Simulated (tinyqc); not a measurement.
Resistance of a source-drain extension with a graded tip: effect of the active doping of the extension far from the gate.

y runs along the channel, the gate covers y > 0. The doping is N0 for y < y0 and N0 10^(-(y - y0)/la) beyond, uniform over the depth xj. Sheet conductance s(y) = q mu(N) max(N - Nch, 0) xj + (for y > 0) ma Cox Vo, with mu(N) = u0 + (u1 - u0)/(1 + (N/Nr)^au) and Cox = eps0 eox/tox. Current is taken as one-dimensional; depletion of the tip, spreading and the contact are left out. The metallurgical junction lies at yj, where N = Nch.

R_spacer = integral of dy/s from -Ls to 0, R_ov from 0 to yj, R_channel = (Lg - 2 yj)/(ma Cox Vo), R_total = 2 R_spacer + 2 R_ov + R_channel. Electrical length L_eff = ma Cox dR_total/d(1/Vo); R_series = R_total - L_eff/(ma Cox Vo).

Values chosen for this exercise; mobility law close to that of electrons in silicon: relative permittivity of the gate insulator (close to hafnium oxide) eox = 22.3; insulator thickness tox = 5.4 nm; lateral abruptness la = 3.1 nm/decade; position under the gate where the fall begins (gate edge at 0) y0 = 0.1 nm; depth of the extension xj = 28 nm; channel doping Nch = 6.9e17 cm^-3; spacer length Ls = 5 nm; gate overdrive Vo = 0.64 V; mobility of the gate-induced layer ma = 100 cm^2/(V s); mobility at low doping u1 = 1414 cm^2/(V s); mobility at high doping u0 = 68.5 cm^2/(V s); reference doping Nr = 9.2e16 cm^-3; exponent au = 0.711; gate length Lg = 40 nm.

Constants: q = 1.602176634e-19 C, eps0 = 8.8541878128e-14 F/cm where lengths are in cm. Results are converted to the units shown.

Results:
```
N0 (cm^-3),yj (nm),R_spacer (ohm um),R_ov (ohm um),R_channel (ohm um),R_total (ohm um),L_eff (nm),R_series (ohm um)
2e19,4.633,5.939,10.66,131.3,164.5,33.87,19.78
4.7e19,5.783,2.856,11.42,121.5,150.1,31.63,14.90
7.2e19,6.357,1.949,11.65,116.6,143.8,30.49,13.50
1.1e20,6.928,1.321,11.81,111.7,138.0,29.36,12.55
1.7e20,7.514,0.8792,11.93,106.7,132.3,28.19,11.88
2.6e20,8.086,0.5871,12.00,101.8,127.0,27.04,11.44
4e20,8.666,0.3878,12.05,96.87,121.7,25.88,11.14
```

Estimate the missing row, N0 = 3.1e19 cm^-3.

Computed row:
```
N0 (cm^-3),yj (nm),R_spacer (ohm um),R_ov (ohm um),R_channel (ohm um),R_total (ohm um),L_eff (nm),R_series (ohm um)
3.1e19,5.223,4.103,11.11,126.3,156.7,32.73,16.85
```

With this row back in the table: As N0 goes from 2e19 to 4e20, R_total falls from 165 to 122 ohm um, L_eff falls from 33.9 to 25.9 nm and R_series falls from 19.8 to 11.1 ohm um.

Program tinyqc, `OMP_NUM_THREADS=1 python tinyqc.py 2282223 2282224 out.jsonl`; Intel Xeon 2.30GHz, shared host, one thread, about 0.03 s.
